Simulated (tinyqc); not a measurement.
Worked calculation: Slater-Koster d bands of an fcc metal. Values are carried at full precision from step to step, so a last printed digit may differ when a step is redone from the rounded ones.

Slater-Koster d bands. For a bond with direction cosines (l, m, n) the 5 x 5 block is dds Ps + ddp Pp + ddd (1 - Ps - Pp), the projectors on sigma, pi and delta states about the bond; for instance <xy|xy> = 3 l^2 m^2 dds + (l^2 + m^2 - 4 l^2 m^2) ddp + (n^2 + l^2 m^2) ddd, <xy|yz> = 3 l m^2 n dds + l n (1 - 4 m^2) ddp + l n (m^2 - 1) ddd and <3z2-r2|3z2-r2> = (n^2 - (l^2 + m^2)/2)^2 dds + 3 n^2 (l^2 + m^2) ddp + (3/4)(l^2 + m^2)^2 ddd. H(k) sums the blocks times cos(k.R) over the neighbours; the d level is the zero of energy; k in 2 pi/a.

Values chosen for the exercise (of the size met in Co; the results hold for these values, not for the real material):
- dds = -0.527 eV (dd sigma)
- ddp = 0.3 eV (dd pi)
- ddd = -0.021 eV (dd delta)
- k = (0.5, 0.01, 0.37) 2 pi/a (wave vector)
- Nd = 7 (d electrons per atom)

## The block of one bond

Direction (1,1,0)/sqrt2; its eigenvalues must be dds once, ddp twice and ddd twice.

block (eV):
```
             xy      yz      zx   x2-y2   3z2-r2
xy      -0.4005       0       0       0   0.2191
yz            0  0.1395  0.1605       0        0
zx            0  0.1605  0.1395       0        0
x2-y2         0       0       0  0.3000        0
3z2-r2   0.2191       0       0       0  -0.1475
```

## Levels at Gamma

Neighbours: twelve at (a/2)(1,1,0) and equivalents.

Summing the blocks at k = 0 gives E(t2g) = 3 dds + 4 ddp + 5 ddd, E(eg) = 1.5 dds + 6 ddp + 4.5 ddd.

levels (eV): t2g (threefold) -0.4860, eg (twofold) 0.9150

The t2g level lies lower, by 1.4010 eV.

## The Hamiltonian at one k

Sum over the neighbours.

H(k) (eV):
```
             xy       yz       zx    x2-y2   3z2-r2
xy       0.2215  -0.5892  -0.0185        0  -0.0275
yz      -0.5892  -0.6359  -0.0202  -0.0219   0.0126
zx      -0.0185  -0.0202   0.2215   0.6966   0.4022
x2-y2         0  -0.0219   0.6966  -0.0566   0.3077
3z2-r2  -0.0275   0.0126   0.4022   0.3077   0.2987
```

## Levels and character

Diagonalise H; t2g is xy, yz, zx and eg the other two.

levels (eV): -0.9366  -0.6283  -0.0181  0.5224  1.1097

weights:
```
     band 1  band 2  band 3  band 4  band 5
t2g   1.000   0.410   0.158   0.998   0.435
eg    0.000   0.590   0.842   0.002   0.565
```

## Levels at points of symmetry

Coordinates: G (0, 0, 0), X (1, 0, 0), W (1, 0.5, 0), L (0.5, 0.5, 0.5), K (0.75, 0.75, 0); the others lie half way.

Levels (eV):

| k | band 1 | band 2 | band 3 | band 4 | band 5 |
|---|---|---|---|---|---|
| G | -0.486 | -0.486 | -0.486 | 0.915 | 0.915 |
| G-X 0.5 | -1.602 | -0.590 | 0.558 | 0.558 | 1.200 |
| X | -2.718 | -2.095 | 1.485 | 1.602 | 1.602 |
| W | -1.200 | -0.558 | -0.558 | 0.590 | 1.602 |
| L | -1.284 | -0.799 | -0.799 | 1.441 | 1.441 |
| L-G 0.5 | -0.885 | -0.301 | -0.301 | 0.837 | 0.837 |
| K | -1.928 | -1.021 | 0.696 | 0.802 | 1.338 |

On these points the bands run from -2.718 (X) to 1.602 eV (X and W).

## Second moment and the rectangular band

mu2 = z (dds^2 + 2 ddp^2 + 2 ddd^2)/5 per orbital, with z = 12. A rectangular band with the same mu2 has width W = sqrt(12 mu2), Fermi level W (Nd/10 - 1/2) and bond energy -W Nd (10 - Nd)/20 (Friedel).

mu2 = 1.1007 eV^2
W = 3.6343 eV
Fermi level = 0.7269 eV
bond energy per atom = -3.8160 eV

The bond energy is the attractive part alone; the repulsion between atoms, left out, cancels a large share of it in the cohesive energy.

## Checks

- Levels at Gamma from the formulas against H(0): they agree to 1e-10 or better.
- Second moment from the formula against the mean square level on the mesh: both 1.10067.

Run: tinyqc, `OMP_NUM_THREADS=1 python tinyqc.py 1480284 1480285 out.jsonl`; Intel(R) Xeon(R) Processor @ 2.30GHz, one thread, shared host; about 0.06 s of CPU time with all checks.
